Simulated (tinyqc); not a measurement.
Random telegraph noise from one oxide trap in a small MOSFET: one step of the calculation.

An acceptor-like trap exchanges electrons with the channel. Inversion charge Q = Cox u, u = n Vt W0(exp((Vg - VT)/(n Vt))), W0 the Lambert function, n = nf, Cox = eps0 eox/tox; linear regime Id = (W/L) mu Q Vd. Relative to threshold the surface potential rises by Vt ln(u/u0) and the oxide voltage by the rest of Vg - VT, with u0 = n Vt W0(1).

Task. Lorentzian spectrum. Spectrum S(f) = 4 dI^2/{(tc + te)[(1/tc + 1/te)^2 + (2 pi f)^2]}; corner fc = (1/tc + 1/te)/(2 pi); variance dI^2 tc te/(tc + te)^2. Give S at f = 0, at fc and at 10 fc.

tc = 966.74465 s
te = 491.19965 s
dI = 13.082638 nA

Wanted: fc; S(0); S(fc); S(10 fc); rms current.

Result.

fc = 4.886e-4 Hz
S(0) = 4.982e-14 A^2/Hz
S(fc) = 2.491e-14 A^2/Hz
S(10 fc) = 4.932e-16 A^2/Hz
rms current = 6.184 nA

The rms value is 0.473 of the step; it reaches its largest share, 1/2, when tc = te.

Range of the model: VT is taken as given; short-channel effects and the uneven flow of current among few electrons are left out.

Program tinyqc, `OMP_NUM_THREADS=1 python tinyqc.py 2710049 2710050 out.jsonl`; Intel Xeon 2.30GHz, shared host, one thread, about 0.01 s.
